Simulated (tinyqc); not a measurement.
Ionisation energy and compensation from two carrier densities.

Question. In a uniform sample n (n + Nk)/(A - Nk - n) = (NB(T)/gd) exp(-E/(kB T)), with NB(T) = NB (T/300 K)^1.5 and Nk the compensating density. Find Nk, E and A.

Parameters, values chosen for the exercise: conduction-band density of states at the reference temperature NB = 1.7e19 cm^-3; degeneracy factor of the level gd = 2.

Constants: q = 1.602176634e-19 C, kB = 1.380649e-23 J/K. Results are converted to the units shown.

T (K): [180, 250]
n (cm^-3): [1.2584729e16, 1.4291533e16]
net doping A - Nk = 1.49e16 cm^-3

Solution. For a trial Nk each temperature gives its own E; between 1e10 and 1e20 cm^-3 the two agree for one Nk only.

Nk = 3.100e15 cm^-3
E = 0.05950 eV
A = 1.800e16 cm^-3

Numbers from tinyqc (`OMP_NUM_THREADS=1 python tinyqc.py 2110097 2110098 out.jsonl`; about 0.01 s on one thread of a shared Intel Xeon 2.30GHz).
